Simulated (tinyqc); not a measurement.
# Inputs raised by 10 %, one at a time

Model: a particle near a wafer in liquid: double-layer and van der Waals forces (DLVO), deposition barrier and removal. Computed by tinyqc, a small Python program. Command: `OMP_NUM_THREADS=1 python tinyqc.py 3112742 3112743 out.jsonl dlvo sens`. One thread of a shared host (Intel(R) Xeon(R) Processor @ 2.30GHz), about 0.01 s of CPU time with the checks.

Sphere and flat wall, Derjaguin approximation, constant potentials in the linear-superposition form, no retardation and no hydration force.

Inputs (values chosen for the exercise, of the order of those for ceria on silica in water):
```
quantity                             value   unit
particle radius R                       47     nm
Hamaker constant A                 1.4e-20      J
potential of the particle psi_1        -19     mV
potential of the wafer psi_2           -55     mV
salt concentration c                0.0042  mol/L
valence z of the symmetric salt          1      -
temperature T                          323      K
dielectric constant of the liquid     69.9      -
contact distance h0                    0.4     nm
contact radius over R                  0.2      -
viscosity                             0.57  mPa s
```

Constants: e = 1.602176634e-19 C; N_A = 6.02214076e+23 1/mol; eps_0 = 8.8541878128e-12 F/m; k_B = 1.380649e-23 J/K; k_B = 8.617333262e-05 eV/K.

Method:
- kappa^2 = 2 z^2 e^2 N_A (1000 c)/(eps eps_0 k_B T); gamma_i = tanh(z e psi_i/(4 k_B T)); Z = 64 pi eps eps_0 (k_B T/(z e))^2 gamma_1 gamma_2.
- U(h) = Z R exp(-kappa h) - A R/(6 h); F(h) = -dU/dh = kappa Z R exp(-kappa h) - A R/(6 h^2), positive for repulsion.
- F = 0 reads x^2 exp(-x) = y with x = kappa h and y = A kappa/(6 Z); the left side peaks at x = 2 with 4/e^2 = 0.5413, so roots exist for smaller y: x < 2 is the barrier, x > 2 the secondary minimum.
- The barrier height is zero when U = 0 and F = 0 together: kappa h = 1 and kappa = 6 Z/(e A), e = 2.718282 here; c follows from kappa^2, with the potentials held fixed.
- Adhesion F_a = A R/(6 h0^2) [1 + a^2/(R h0)] - kappa Z R exp(-kappa h0), a the contact radius. Drag in a shear flow F_d = 1.7 x 6 pi mu R^2 G, acting at 1.4 R; rolling starts when 1.4 R F_d = a F_a. Wall shear stress = mu G.

Runs; columns: (1) input moved; (2) from; (3) to; (4) barrier height (k_B T); (5) critical concentration (mol/L); (6) net adhesion F_a (pN); (7) wall shear stress for rolling (Pa):
```
(1)                                    (2)       (3)     (4)      (5)     (6)    (7)
base run                                 -         -  40.411  0.12326  3837.2   7744
particle radius R (nm)                  47      51.7  44.452  0.12326  4575.3   7631
Hamaker constant A (J)             1.4e-20  1.54e-20  38.701  0.10186  4227.9   8533
potential of the wafer psi_2 (mV)      -55     -60.5  45.286  0.14469  3831.4   7732
salt concentration c (mol/L)        0.0042   0.00462  39.564  0.12326  3834.1   7738
temperature T (K)                      323     355.3  38.266  0.13955  3839.2   7748
contact distance h0 (nm)               0.4      0.44  40.411  0.12326  2917.7   5888
contact radius over R                  0.2      0.22  40.411  0.12326  4513.7  10020
```

Exponents ln(y'/y) / ln(x'/x):
```
input                         barrier height  critical concentration  net adhesion F_a  wall shear stress for rolling
particle radius R                      1.000                   0.000             1.846                         -0.154
Hamaker constant A                    -0.454                  -2.000             1.017                          1.017
potential of the wafer psi_2           1.195                   1.682            -0.016                         -0.016
salt concentration c                  -0.222                   0.000            -0.008                         -0.008
temperature T                         -0.572                   1.303             0.005                          0.005
contact distance h0                    0.000                   0.000            -2.874                         -2.874
contact radius over R                  0.000                   0.000             1.704                          2.704
```

Among the inputs moved here: barrier height answers most in size to potential of the wafer psi_2 (exponent +1.195), next to particle radius R (+1.000); its exponent is below 0.0005 for contact distance h0, contact radius over R. Its exponent +1.000 in particle radius R: Derjaguin energies scale with R. critical concentration answers most in size to Hamaker constant A (exponent -2.000), next to potential of the wafer psi_2 (+1.682); its exponent is below 0.0005 for particle radius R, salt concentration c, contact distance h0, contact radius over R. Its exponent -2.000 in Hamaker constant A: critical kappa goes as 1/A. net adhesion F_a answers most in size to contact distance h0 (exponent -2.874), next to particle radius R (+1.846). Wall shear stress for rolling answers most in size to contact distance h0 (exponent -2.874), next to contact radius over R (+2.704).
